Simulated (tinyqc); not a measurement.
Thickness of the outer barriers: stepped quantum well by finite differences.

Finite differences on points z_i at the centres of cells of width h: H_ii = (c/h^2)(1/m_(i-1/2) + 1/m_(i+1/2)) + V_i, H_(i,i+1) = -(c/h^2)/m_(i+1/2), where m_(i+1/2) is the mean of the masses at the two points (the end values are repeated outwards), psi = 0 on the points beyond both ends, c = hbar^2/2m0. The field adds e F (z - z0) with z0 the middle of the structure; 1 kV/cm = 1e-5 eV/angstrom.

Constants: hbar^2/2m0 = 3.80998211 eV angstrom^2.

Parameters, chosen for this exercise (out of a larger set: near those of a GaAs well in AlGaAs; not measured data): layers = ((72, 0.178, 0.0853), (48, 0, 0.0677), (96, 0.055, 0.0732), (72, 0.178, 0.0853)) (each layer: thickness in angstrom, band edge in eV, mass in m0); hf = 1.5 angstrom (cell width of the fine grid).

Fine grid, zero field, both outer layers set to each thickness in turn.

Levels (eV):
```
outer layers (angstrom)       E1       E2       E3
18.000                   0.05026  0.10244  0.19087
36.000                   0.04761  0.09681  0.17362
72.000                   0.04718  0.09549  0.16579
144.000                  0.04717  0.09543  0.16397
288.000                  0.04717  0.09543  0.16384
```

Which of the three levels are properties of the well, and how thick must the outer layers be?

E1 is bound, and within 0.1 meV of the last row from 72 angstrom on. E2 is bound, and within 0.1 meV of the last row from 72 angstrom on. E3 is bound, and within 0.1 meV of the last row from 288 angstrom on, which only the last row itself meets.

Run: tinyqc, `OMP_NUM_THREADS=1 python tinyqc.py 1281611 1281612 out.jsonl`; Intel(R) Xeon(R) Processor @ 2.30GHz, one thread, shared host; about 0.02 s of CPU time with all checks.
